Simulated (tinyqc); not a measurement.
# Long-channel MOSFET, surface-potential model: transfer curve from weak to strong inversion

n-channel transistor on a uniformly doped p-type body, gradual-channel approximation, constant mobility, Boltzmann statistics, full ionisation. Potentials are counted from the neutral body; V is the electron quasi-Fermi potential, Vsb at the source and Vsb + Vds at the drain. Charges are magnitudes per area.

ni = sqrt(Nc Nv) exp(-Eg/(2 Vt)), Eg in volts; phiF = Vt ln(Na/ni); Cox = eps0 eox/tox; gamma = sqrt(2 q eps0 eps_r Na)/Cox. The surface potential psi at channel potential V solves Vgs + Vsb - Vfb - psi = gamma sqrt(G), G = psi - Vt + Vt exp((psi - 2 phiF - V)/Vt). Charge sheet: Qi = Cox gamma [sqrt(G) - sqrt(psi - Vt)]; I = mu (W/L) [integral of Qi dpsi from psi_0 to psi_L (drift) + Vt (Qi0 - QiL) (diffusion)], with psi_0 at V = Vsb and psi_L at V = Vsb + Vds. Pao-Sah: Qi(V) = (Cox gamma/2) integral from 3 Vt to psi of exp((u - 2 phiF - V)/Vt)/sqrt(G(u, V)) du, and I = mu (W/L) integral of Qi dV from Vsb to Vsb + Vds. Square law: VT = Vfb + 2 phiF + gamma sqrt(2 phiF + Vsb), m = 1 + gamma/(2 sqrt(2 phiF + Vsb)), I = mu Cox (W/L) [(Vgs - VT) v - m v^2/2] with v the smaller of Vds and (Vgs - VT)/m, and zero below VT. gm = dI/dVgs of the charge-sheet current.

Parameters, values chosen for the exercise; material values close to those of silicon: temperature T = 300 K; band gap Eg = 1.12 eV; relative permittivity of the semiconductor eps_r = 11.5; conduction-band density of states at T Nc = 2.85e19 cm^-3; valence-band density of states at T Nv = 2.64e19 cm^-3; acceptor density of the body Na = 7.1e17 cm^-3; relative permittivity of the gate insulator eox = 25.9; insulator thickness tox = 10 nm; flat-band voltage Vfb = -0.72 V; channel mobility mu = 350 cm^2/(V s); gate width W = 2 um; gate length L = 0.5 um; source-body reverse bias Vsb = 2 V; drain-source voltage Vds = 0.1 V.

Constants: q = 1.602176634e-19 C, kB = 1.380649e-23 J/K, Vt = kB T/q, eps0 = 8.8541878128e-14 F/cm where lengths are in cm. Results are converted to the units shown.

Transfer curve from weak to strong inversion:
```
Vgs (V)  I, charge sheet (uA)  I, Pao-Sah (uA)  drift share (%)  gm/I (1/V)  I, square law (uA)
0.37                 9.620e-5         9.666e-5         0.002197       36.19                   0
0.54                  0.04501          0.04523            1.010       35.87                   0
0.72                    8.013            8.180            51.89       17.10               31.00
0.89                    44.01            45.20            83.73       5.784               85.57
1.07                    92.72            95.05            91.51       3.038               143.4
1.25                    144.5            147.8            94.37       2.025               201.2
1.42                    194.8            198.8            95.75       1.532               255.7
1.59                    245.9            250.4            96.60       1.229               310.3
1.77                    300.6            305.6            97.20       1.015               368.1
```

The charge-sheet current rises from 9.62e-5 to 301 uA. In the first row gm/I is 36.2 1/V, a swing of 63.6 mV a decade, against Vt ln 10 = 59.5 mV a decade for an ideal gate; in the last it is 1.02 1/V. Drift passes half of the current at Vgs = 0.72 V among the rows listed (VT = 0.570 V). The charge sheet departs most from Pao-Sah at Vgs = 0.89 V, where it is 2.6 % below it. In the last row the square law is 20 % above Pao-Sah. For Vgs = 0.72 to 1.77 V the surface electron density at the source passes 0.3 Nc, where degeneracy and quantisation, left out here, matter.

Program tinyqc, `OMP_NUM_THREADS=1 python tinyqc.py 2360145 2360146 out.jsonl`; Intel Xeon 2.30GHz, shared host, one thread, about 0.07 s.
